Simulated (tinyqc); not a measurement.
Comparisons within one model: ionisation potential and affinity of a slab from the planar-averaged potential. A value that a table varies takes the place of the one given here.

A model of the planar-averaged electrostatic energy of an electron in a periodic cell of N1 periods of A (L1 = N1 n1 h) and N2 periods of vacuum (L2 = N2 n2 h), on z_j = j h: V(z) = f VA + (1 - f) VB + F t(z), VA = V1[0] + V1[1] cos(2 pi z/(n1 h)) + V1[2] cos(4 pi z/(n1 h)), VB the same with V2, n2 and z - L1. f = [tanh(z/w) - tanh((z - L1)/w) + tanh((z - L1 - L2)/w)]/2 + 1/2; t(z) = z - L1/2 in A and (L1/L2)(L1 + L2/2 - z) beyond, so that the cell is periodic.

Running mean over n points, periodic: for odd n the plain mean of the n points centred on j; for even n the n + 1 points with half weight at both ends. The macroscopic average applies the mean over n1 points and then over n2 points.

Values chosen for the exercise (gap near that of Si; not measured data): h = 0.3 angstrom (grid step); n1 = 6 (grid points per period of A); n2 = 5 (grid points per period of the vacuum filter); V1 = (-6.18, 2.84, -0.08) eV (mean and two harmonics of the potential in A); V2 = (0, 0, 0) eV (the same in vacuum); w = 0.43 angstrom (width of the interfaces); N1 = 4 (periods of A); N2 = 5 (periods of vacuum); F = 0 eV/angstrom (slope in A from opposite charges on the two interfaces).

## How thick the regions must be

N1 = N2 = N, no slope (F = 0); dV is read at j = floor(N n1/2) and N n1 + floor(N n2/2). The exact value is V2[0] - V1[0].

Results:

| N | L1 (angstrom) | dV (eV) | error (meV) |
|---|---|---|---|
| 1 | 1.80 | 2.9320 | -3247.97 |
| 2 | 3.60 | 5.7746 | -405.35 |
| 3 | 5.40 | 6.1586 | -21.44 |
| 4 | 7.20 | 6.1796 | -0.44 |
| 5 | 9.00 | 6.1800 | -0.02 |
| 6 | 10.80 | 6.1800 | 0.00 |

What does this show, and why?

The error is below 10 meV from N = 4 on. The two windows together span 3.30 angstrom and must fit between the interface tails, which fall as exp(-2 z/w); the errors at N = 2, 3 and 4 are -405.35, -21.44 and -0.44 meV.

## The choice of windows

dV read at j = 12 and 36 after means over the numbers of points listed; ripple is the spread over the five points around each.

Results:

| windows | dV (eV) | ripple in A (meV) | ripple in vacuum (meV) |
|---|---|---|---|
| none | 3.420 | 4140 | 0 |
| 6 only | 6.180 | 0 | 0 |
| 5 only | 5.596 | 876 | 0 |
| 7 only | 6.597 | 626 | 0 |
| 7, 6 | 6.180 | 1 | 1 |
| 6, 5 | 6.180 | 0 | 0 |

Which rows can be used, and how does a wrong window show?

The last row matches both periods and lies 0 meV from the value of a thick cell, V2[0] - V1[0] = 6.180 eV. Against it the raw potential errs by -2.76 eV. Within 20 meV of it lie: 6 only and 7, 6. A window one point too long leaves a ripple of 626 meV in A, against 0 meV in the last row: the ripple is the sign to look for. Rows to use, with under 30 meV of ripple in both regions once the tilt is taken off: 6 only, 7, 6 and 6, 5. A row with a large ripple can hit the right value only by chance.

Computed by tinyqc, a small Python program: `OMP_NUM_THREADS=1 python tinyqc.py 1880192 1880193 out.jsonl` (the numbers bound the seed that draws the inputs); one thread of a shared host (Intel(R) Xeon(R) Processor @ 2.30GHz), about 0.01 s for the whole set of steps.
